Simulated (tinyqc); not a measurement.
Order-disorder in a binary alloy on two sublattices: Bragg-Williams and pair (quasi-chemical) approximations. Changing the fraction x of B. Computed by tinyqc, a small Python program. Command: `OMP_NUM_THREADS=1 python tinyqc.py 3027743 3027744 out.jsonl order sweep`. One thread of a shared host (Intel(R) Xeon(R) Processor @ 2.30GHz), about 0.01 s of CPU time with the checks.

All z = 4 neighbours of a site lie on the other sublattice. B fills the sublattices with x + eta/2 and x - eta/2; energies are per site, from the pure components: u = -z w y with y the probability of an A-B bond taken in one order.

Inputs (values chosen for the exercise, for a model alloy): ordering energy w = (e_AA + e_BB)/2 - e_AB = 59 meV; temperature T = 616 K.

Lattice: square (z = 4). Method: Newton steps.

scattering factors f_A, f_B (electrons): 30  57

Constants: k_B = 8.617333262e-05 eV/K.

Method:
- Bragg-Williams: k_B T_c = 2 z w x (1 - x). Pair approximation at x = 1/2: k_B T_c = w/ln(z/(z - 2)).
- Bragg-Williams: u = -z w [x (1 - x) + eta^2/4]; minimising f gives ln[a (1 - b)/(b (1 - a))] = 2 z w eta/(k_B T) =: ln Q, a = x + eta/2, b = x - eta/2. For given Q this is a quadratic for eta, (Q - 1) eta^2/4 - (Q + 1) eta/2 + (Q - 1) x (1 - x) = 0, smaller root: the map eta -> phi(eta).
- Newton steps on phi(eta) - eta, with the slope by central differences of 1e-6; start at 0.999 times 2x; stop when |phi - eta| < 1e-10.
- a = x + eta/2, b = x - eta/2; u = -z w [x (1 - x) + eta^2/4]; s/k_B = [s2(a) + s2(b)]/2, s2(c) = -c ln c - (1 - c) ln(1 - c); gain on ordering = f(eta) - f(0), f = u - T s. Superlattice over fundamental intensity = [eta (f_B - f_A)/2]^2/[(1 - x) f_A + x f_B]^2.
- Quasi-chemical disordered state, with T here the Bragg-Williams T_c and not the input T: y^2/[(1 - x - y)(x - y)] = exp(2 w/(k_B T)) =: E, so y = 2 x (1 - x)/(1 + r), r = sqrt(1 - 4 x (1 - x)(1 - 1/E)); Warren-Cowley alpha = 1 - y/(x (1 - x)); u = -z w y.

One run for each value:

| fraction x of B | order parameter eta | T_c, Bragg-Williams (K) | B fraction on its own sublattice | B fraction on the A sublattice | alpha of the disordered state at the Bragg-Williams T_c |
|---|---|---|---|---|---|
| 0.22 | 0.39933 | 939.9 | 0.41967 | 0.020334 | -0.18475 |
| 0.26 | 0.49506 | 1053.8 | 0.50753 | 0.012471 | -0.20226 |
| 0.30 | 0.58400 | 1150.2 | 0.59200 | 0.007998 | -0.21615 |
| 0.34 | 0.66926 | 1229.1 | 0.67463 | 0.005369 | -0.22693 |
| 0.38 | 0.75231 | 1290.5 | 0.75616 | 0.003843 | -0.23498 |
| 0.42 | 0.83383 | 1334.3 | 0.83692 | 0.003083 | -0.24055 |
| 0.46 | 0.91349 | 1360.6 | 0.91674 | 0.003257 | -0.24384 |
| 0.50 | 0.97402 | 1369.3 | 0.98701 | 0.012992 | -0.24492 |

Describe the trends.

Over the rows, order parameter eta rises from 0.399 to 0.974 (exponent d ln y / d ln x 1.3 between the first rows and 0.77 between the last); T_c, Bragg-Williams (K) rises from 940 to 1370 (exponent d ln y / d ln x 0.68 between the first rows and 0.077 between the last); B fraction on its own sublattice rises from 0.420 to 0.987 (exponent d ln y / d ln x 1.1 between the first rows and 0.89 between the last).

Caution (rows 0.220, 0.260): T is near or above the T_c of the better pair approximation, so the true long-range order is lower than Bragg-Williams gives.
